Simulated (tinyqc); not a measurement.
## Bulk resistivity and mean free path from two films

Question. In the thick-film limit single-crystal films obey rho = rho0 (1 + 3 (1 - ps) lam/(8 d)). Find rho0, lam and the product rho0 lam.

Parameters, values chosen for the exercise: specular share of surface scattering ps = 0.4.

rho at d = 71 and 320 nm (uohm cm): 1.9336676  1.7674075

Answer. rho is a straight line in 1/d: the intercept is rho0 and the slope (3/8)(1 - ps) rho0 lam. Without ps only the product (1 - ps) lam could be found.

rho0 = 1.72 uohm cm
lam = 39.2 nm
rho0 lam = 67.4 uohm cm nm

tinyqc, about 0.01 s, one thread, Intel Xeon 2.30GHz (shared host): `OMP_NUM_THREADS=1 python tinyqc.py 2100121 2100122 out.jsonl`
